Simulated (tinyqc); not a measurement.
Decay of LO phonons and the hot-phonon bottleneck in the cooling of electrons: one step, computed by the program tinyqc.

n(E, T) = 1/(exp(E/(k_B T)) - 1) is the Bose occupation. Electrons have a temperature T_e; the LO modes within their reach share one occupation N; the decay products stay at the lattice temperature.

Question. Spontaneous emission time. Froehlich coupling alpha = (e^2/(4 pi eps_0)) (1/eps_inf - 1/eps_s) k_0/(2 hbar omega), k_0 = sqrt(m* hbar omega/(hbar^2/(2 m_0))); emission time tau_sp = hbar/(2 alpha hbar omega); bottleneck ratio r = (n/N_m) tau/tau_sp.

Inputs (values chosen for the exercise, modelled on aluminium nitride):
```
quantity,value,unit
LO energy hbar omega,109,meV
lattice temperature T,300,K
electron mass m*,0.326,m_0
eps_inf,4.63,-
static dielectric constant eps_s,8.74,-
electron density n,2.2e+18,1/cm^3
"density of LO modes that the electrons reach, N_m",1.7e+19,1/cm^3
```

Decay channel: two equal phonons (Klemens).

phonon lifetime tau = 1.331757 ps

Constants: e^2/(4 pi eps_0) = 14.39964548 eV angstrom; hbar^2/(2 m_0) = 3.80998212 eV angstrom^2; hbar = 6.582119569e-16 eV s.

Give: alpha; emission time tau_sp; bottleneck ratio r.

Answer.

alpha = 0.64790

emission time tau_sp = 4.6602 fs

bottleneck ratio r = 36.982

r compares the rate at which electrons exchange quanta with a mode to its decay rate. Exchange outruns decay, so a hot population builds up if the power is high enough. Caution: alpha is above 1/2, so hbar/tau_sp exceeds hbar omega and the emission time, a weak-coupling result, is only rough.
